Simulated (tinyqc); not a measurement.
## CMOS latch-up, two-transistor model: effect of the resistance from the pnp collector to the npn base

A parasitic pnp (emitter at Vdd, base shunted by Rw) and npn (emitter at ground, base shunted by Rs) feed each other: the npn collector current flows out of the pnp base node, the pnp collector current into the npn base node. Forward-active transistors with constant gains: Icn = Isn exp(Vn/Vt), Icp = Isp (exp(Vp/Vt) - 1). A current Ii is injected into the npn base node.

Node equations: Vp/Rw + Icp/bp = Icn and Vn/Rs + Icn/bn = Icp + Ii. Loop gain G = gn gp/[(1/Rw + gp/bp)(1/Rs + gn/bn)], gn = Icn/Vt, gp = (Icp + Isp)/Vt; the off state ends where G = 1, and Ii there is the trigger current. On state with both base-emitter voltages at Von: npn base current Ib = (Von/Rs + bp Von/Rw)/(bn bp - 1), holding current Ih = (bn + 1) Ib + Von/Rs, holding voltage Vh = Vsat + Von + R2 (Ib + Von/Rs).

Parameters, values chosen for the exercise; values close to those of bulk CMOS: temperature T = 300 K; current gain of the npn bn = 3.8; current gain of the pnp bp = 4.9; saturation current of the npn at T Isn = 7.2e-15 A; saturation current of the pnp at T Isp = 6.3e-16 A; substrate resistance shunting the npn Rs = 160 ohm; well resistance shunting the pnp Rw = 610 ohm; base-emitter voltage in the on state Von = 0.69 V; saturation voltage Vsat = 0.09 V; supply voltage Vdd = 1.8 V.

Constants: q = 1.602176634e-19 C, kB = 1.380649e-23 J/K, Vt = kB T/q. Results are converted to the units shown.

The same in every row: Vn at trigger (V) = 0.6640; trigger current (mA) = 4.401; Ih (mA) = 6.997.

Effect of the resistance from the pnp collector to the npn base:
```
R2 (ohm),Vh (V)
5,0.8044
14,0.8482
37,0.9603
100,1.267
270,2.095
740,4.385
2000,10.52
```

As R2 goes from 5 to 2000 ohm, the trigger current stays at 4.40 mA, Ih stays at 7.00 mA and Vh rises from 0.804 to 10.5 V. Vh exceeds the supply Vdd = 1.8 V, which then cannot sustain a latched state, in 3 of the 7 rows.

Computed by the program tinyqc: `OMP_NUM_THREADS=1 python tinyqc.py 2670103 2670104 out.jsonl`, one thread of a shared Intel Xeon 2.30GHz, about 0.04 s for the whole run.
